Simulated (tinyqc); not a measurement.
Against voltage: leakage through a gate insulator: direct, Fowler-Nordheim, trap-assisted and Poole-Frenkel currents. Computed by tinyqc, a small Python program. Command: `OMP_NUM_THREADS=1 python tinyqc.py 3016799 3016800 out.jsonl oxideleak walk`. One thread of a shared host (Intel(R) Xeon(R) Processor @ 2.30GHz), about 0.01 s of CPU time with the checks.

Electrons enter from the cathode Fermi level at x = 0; the conduction band of the insulator lies phi_b - e F x above it, F = V/t. WKB exponents use a parabolic band with mass m.

Inputs (values chosen for the exercise, with an insulator like HfO2):
```
quantity                     value   unit
thickness t                    4.6     nm
barrier phi_b                 1.51     eV
tunnelling mass m             0.22    m_0
static constant eps_ox        20.9      -
trap depth phi_t               1.2     eV
trap density N_t           1.9e+19  cm^-3
attempt rate nu_0            4e+12    1/s
activation of capture E_a    0.061     eV
temperature T                  350      K
```

Constants: e = 1.602176634e-19 C; hbar = 1.054571817e-34 J s; hbar^2/(2 m_0) = 3.80998212 eV angstrom^2; k_B = 8.617333262e-05 eV/K.

Method:
- For a level a distance phi(x) below the band, the WKB exponent is 2 int kappa dx with kappa = sqrt(m phi/(hbar^2/2m_0)); for a linear barrier from phi_1 down to phi_2 = max(phi_1 - e F d, 0) it is G = (4/3) sqrt(m/(hbar^2/2m_0)) (phi_1^(3/2) - phi_2^(3/2))/(e F).
- J_tun = e^3 F^2/(16 pi^2 hbar m phi_b) x exp(-G) / [1 - sqrt(phi_2/phi_b)]^2 with the free-electron mass in the cathode (m in m_0), phi_2 = max(phi_b - e V, 0): direct tunnelling for e V < phi_b, Fowler-Nordheim above. Image forces, back-flow and the limit on supply are left out, so J_tun is overstated below about 0.5 V.
- A trap at depth x lies phi_t below the band. Capture: tunnel at the cathode Fermi level from 0 to x (G_in from phi_1 = phi_b), rate nu_0 exp(-G_in - E_c/k_B T) with E_c = E_a + max(phi_b - phi_t - e F x, 0), the last term being the height of the trap above the cathode Fermi level. Emission: tunnel from the trap level to the anode (G_out from phi_1 = phi_t over t - x), rate nu_0 exp(-G_out - E_a/k_B T). Re-emission to the cathode follows from detailed balance, rate_back = rate_in exp(dE/k_B T) with dE = phi_b - phi_t - e F x. Each trap passes R = rate_in rate_out/(rate_in + rate_back + rate_out) electrons per second; filling from the anode is left out.
- J_TAT = e N_t int_0^t R dx by the midpoint rule on 400 intervals; the most effective depth is the midpoint with the largest R, rounded to 0.01 nm.

Currents:
```
V (V)  F (MV/cm)  J_tun (A/cm^2)  J_TAT (A/cm^2)  best depth (nm)
0.55       1.196      3.6366e-03      6.6964e-02             2.35
1.12       2.435      6.9757e-02      7.4632e-01             2.08
1.68       3.652      5.2742e+00      3.2817e+00             1.94
2.24       4.870      5.4879e+02      3.3502e+01             0.94
2.81       6.109      1.0276e+04      1.7074e+02             0.72
3.37       7.326      7.4477e+04      5.1654e+02             0.59
3.93       8.543      3.2191e+05      1.1856e+03             0.50
4.50       9.783      1.0190e+06      2.2986e+03             0.43
5.06      11.000      2.5243e+06      3.8790e+03             0.39
```

What follows from these numbers?

The larger current changes between 1.12 and 1.68 V (to J_tun). Over the range J_tun grows by 8.8 decades and J_TAT by 4.8. The best depth moves towards the cathode as the field rises. The highest rows may lie beyond breakdown.

Extremes, crossings and ranges named in words are read from the listed rows.
